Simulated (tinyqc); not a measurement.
# Trap density from two Hall measurements

Problem. p-type body, charge-sheet picture, full ionisation (an idealisation for deep acceptors), Boltzmann statistics for free electrons. e = Ec - EF at the surface. psi = Eg - Vt ln(Nv/Na) - e; N_dep = sqrt(2 eps0 eps_r Na (psi - Vt)/q); n_f = sqrt(N_dep^2 + 2 eps0 eps_r Vt Nc exp(-e/Vt)/q) - N_dep; Vg = Vfb + psi + q (N_dep + n_t + n_f)/Cox, Cox = eps0 eox/tox. Find e and n_t at both points and the mean trap density between them.

Values chosen for this exercise; band and dielectric values close to those of silicon:
```
symbol    value   unit                                   meaning
T           400      K                               temperature
Eg         1.14     eV                                  band gap
eps_r      11.6                            relative permittivity
Nc      4.25e19  cm^-3    conduction-band density of states at T
Nv         4e19  cm^-3       valence-band density of states at T
eox         3.9           relative permittivity of the insulator
tox          47     nm                       insulator thickness
Na       1.5e17  cm^-3                          acceptor density
Vfb        -0.8      V  flat-band voltage without trapped charge
```

Constants: q = 1.602176634e-19 C, kB = 1.380649e-23 J/K, Vt = kB T/q, eps0 = 8.8541878128e-14 F/cm where lengths are in cm. Results are converted to the units shown.

Vg (V): 3.3366457  6.2651700
free sheet density from the Hall effect (cm^-2): 3.9668979e10  5.2346651e11

Solution. Each n_f fixes e; what the gate voltage holds beyond psi, N_dep and n_f is trapped; the difference quotient is the density, smeared over a few Vt.

e (eV): 0.182  0.0850
n_t (cm^-2): 3.21e11  1.06e12
mean trap density = 7.61e12 cm^-2 eV^-1

Program tinyqc, `OMP_NUM_THREADS=1 python tinyqc.py 2222188 2222189 out.jsonl`; Intel Xeon 2.30GHz, shared host, one thread, about 0.02 s.
